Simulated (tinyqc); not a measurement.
Worked calculation: MP2 on RHF in the 3-21g basis, for H2, spin multiplicity 1. One step of it, computed by the program tinyqc.

Task: Second-order Moller-Plesset energy. E2 = sum_ijab (ia|jb) [2 (ia|jb) - (ib|ja)] / (e_i + e_j - e_a - e_b) over occupied i, j and virtual a, b; the opposite-spin part is (ia|jb)^2 / denominator, the rest is same-spin, and SCS-MP2 scales them by 6/5 and 1/3.

orbital energies (hartree): [-0.597939, 0.269151, 0.911218, 1.546676]

Two-electron integrals over orbitals (pq|rs), unique and non-zero (hartree):
```
(11|11) 0.658894    (21|21) 0.087150    (22|11) 0.455134    (22|22) 0.409322
(31|11) 0.169090    (31|22) 0.054400    (31|31) 0.115489    (32|21) -0.018468
(32|32) 0.035736    (33|11) 0.563084    (33|22) 0.407953    (33|31) 0.133068
(33|33) 0.506840    (41|21) -0.079852   (41|32) -0.024954   (41|41) 0.132958
(42|11) -0.143718   (42|22) -0.057736   (42|31) -0.076895   (42|33) -0.106841
(42|42) 0.070634    (43|21) -0.090660   (43|32) -0.005223   (43|41) 0.125073
(43|43) 0.137921    (44|11) 0.674141    (44|22) 0.467284    (44|31) 0.205468
(44|33) 0.587679    (44|42) -0.170476   (44|44) 0.755541
```

Hartree-Fock energy = -1.12285399 hartree

Give: Terms; Pair energies; MP2 correlation energy; SCS-MP2 correlation energy; MP2 total energy.

Result:

Terms:
```
i  j  a  b  (ia|jb)  (ib|ja)  denominator     term
1  1  3  3   0.1155   0.1155      -3.0183  -0.0044
1  1  2  2   0.0872   0.0872      -1.7342  -0.0044
1  1  4  4   0.1330   0.1330      -4.2892  -0.0041
1  1  4  2  -0.0799  -0.0799      -3.0117  -0.0021
1  1  2  4  -0.0799  -0.0799      -3.0117  -0.0021
```

Pair energies (hartree; pair i-j sums ij and ji):
```
pair  opposite spin  same spin
1-1         -0.0172          0
```

MP2 correlation energy = -0.017154 hartree

SCS-MP2 correlation energy = -0.020585 hartree

MP2 total energy = -1.140008 hartree
